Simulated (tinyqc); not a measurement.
Energy and delay of logic against supply voltage: two steps of the calculation.

One expression serves below and above threshold: I(Vg) = Ik [ln(1 + exp((Vg - VT + dd V)/(al nf Vt)))]^al, with I_on = I(V) and I_off = I(0). Gate delay td = kd C V/I_on, clock period LD td. Per gate and cycle the switching energy is act C V^2 and the leakage energy I_off V LD td. No short-circuit current, no variation. Minima are sought above 0.09 V; below a few Vt gates no longer switch and the model has no meaning.

Inputs (values chosen for the exercise); values of the order met in logic technologies:
- T = 358 K (temperature)
- VT = 0.19 V (threshold voltage at zero drain bias)
- nf = 1.16 (slope factor)
- dd = 0.07 (barrier lowering per volt of supply)
- Ik = 0.36 uA (specific current of a gate)
- al = 1.28 (exponent of the current law)
- C = 1.1 fF (load capacitance of a gate)
- kd = 0.6 (delay factor)
- LD = 40 (logic depth)
- act = 0.2 (activity factor)
- V = 0.98 V (supply voltage)

Constants: q = 1.602176634e-19 C, kB = 1.380649e-23 J/K, Vt = kB T/q. Results are converted to the units shown.

Question 1. Currents, delay and energies. I_on, I_off, td, clock frequency 1/(LD td), both energies and their sum.

Wanted: I_on; I_off; td; clock frequency; switching energy; leakage energy; energy.

Answer 1.

I_on = 15.331 uA
I_off = 11.586 nA
td = 42.189 ps
clock frequency = 0.59257 GHz
switching energy = 211.29 aJ
leakage energy = 19.161 aJ
energy = 230.45 aJ

I_on/I_off = 1320; leakage makes up 8.31 % of the energy.

Question 2. New V. Minimum-energy supply: E(V) is the energy per gate and cycle; with h = 0.001 V, E' = (E(V + h) - E(V - h))/(2 h), E'' = (E(V - h) - 2 E(V) + E(V + h))/h^2, V(new) = V - E'/E''.

V after iteration 1 = 0.17841877 V

Find: E'; E''; V after iteration 2.

Answer 2.

E' = 2.4952 aJ/V
E'' = 1520.8 aJ/V^2
V after iteration 2 = 0.17678 V

tinyqc, about 0.01 s, one thread, Intel Xeon 2.30GHz (shared host): `OMP_NUM_THREADS=1 python tinyqc.py 2082015 2082016 out.jsonl`
